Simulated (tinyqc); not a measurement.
Inside a calculation: quaternary alloy A(x)B(1-x)C(y)D(1-y) matched to a substrate. Values are carried at full precision from step to step, so a last printed digit may differ when a step is redone from the rounded ones.

Matching a(x,y) = a_s gives x = (a_s - y a_BC - (1 - y) a_BD)/(y (a_AC - a_BC) + (1 - y)(a_AD - a_BD)).
Constants: hc = 1239.841984 eV nm.

Inputs chosen for the exercise (AC, AD, BC, BD near GaAs, GaSb, InAs and InSb; substrate near InP; shifted at random, so the results belong to these values and not to a real crystal):
```
symbol  value                         unit      meaning
a       (5.651, 6.101, 6.058, 6.47)   angstrom  lattice constants of AC, AD, BC, BD
a_s     5.875                         angstrom  substrate
y       0.54                                    fraction of C
Eg      (1.502, 0.8, 0.42, 0.234)     eV        gaps at Gamma of AC, AD, BC, BD
Cb      (0.426, 0.453, 1.454, 0.573)  eV        bowing of ABC, ABD, ACD, BCD
dx      -0.022                                  error of x in growth
```

## The matched composition

Give numerator, denominator and x.

numerator = -0.37252 angstrom
denominator = -0.38952 angstrom
x = 0.9564

## The gap by rule 1

Q(x,y) = x y Q_AC + x (1 - y) Q_AD + (1 - x) y Q_BC + (1 - x)(1 - y) Q_BD for the lattice constant. Gap, rule 1: Q(x,y) - x (1 - x)[y C_ABC + (1 - y) C_ABD] - y (1 - y)[x C_ACD + (1 - x) C_BCD]. Rule 2 (mean of ternaries): {x (1 - x)[y T_ABC(x) + (1 - y) T_ABD(x)] + y (1 - y)[x T_ACD(y) + (1 - x) T_BCD(y)]}/{x (1 - x) + y (1 - y)}, T_ABC(x) = x E_AC + (1 - x) E_BC - C_ABC x (1 - x), T_ACD(y) = y E_AC + (1 - y) E_AD - C_ACD y (1 - y), and alike. Only the Gamma valley is followed.

Give the four weights, the bilinear part, the two bowing terms, the gap and hc/gap.

weights of AC, AD, BC, BD: 0.5164  0.4399  0.0236  0.0201

bilinear part = 1.1422 eV

bowing terms (eV): 0.0183  0.3516

gap = 0.7723 eV
wavelength = 1605 nm

## The gap by rule 2

Give the four ternary gaps and their weighted mean.

T_ABC, T_ABD, T_ACD, T_BCD (eV): 1.4370  0.7564  0.8179  0.1921

gap = 0.8385 eV

Rule 2 lies 66 meV above rule 1: it averages the two bowing terms where rule 1 adds them. Both agree on the ternary edges.

## An error in composition

Replace x by x + dx; mismatch (a_s - a)/a and change of the relaxed gap by rule 1.

a = 5.8836 angstrom
mismatch = -0.146 %
change of the gap = -22.4 meV

The layer would be under compression; the strain shift of the gap is not included.

## Checks

- Lattice constant at the matched composition against a_s (angstrom): both 5.8750.
- Rule 2 as a mean of ternaries against its form with averaged bowing (eV): both 0.8385.

(tinyqc, `OMP_NUM_THREADS=1 python tinyqc.py 1080636 1080637 out.jsonl`, Intel(R) Xeon(R) Processor @ 2.30GHz, 1 thread, shared host, about 0.01 s.)
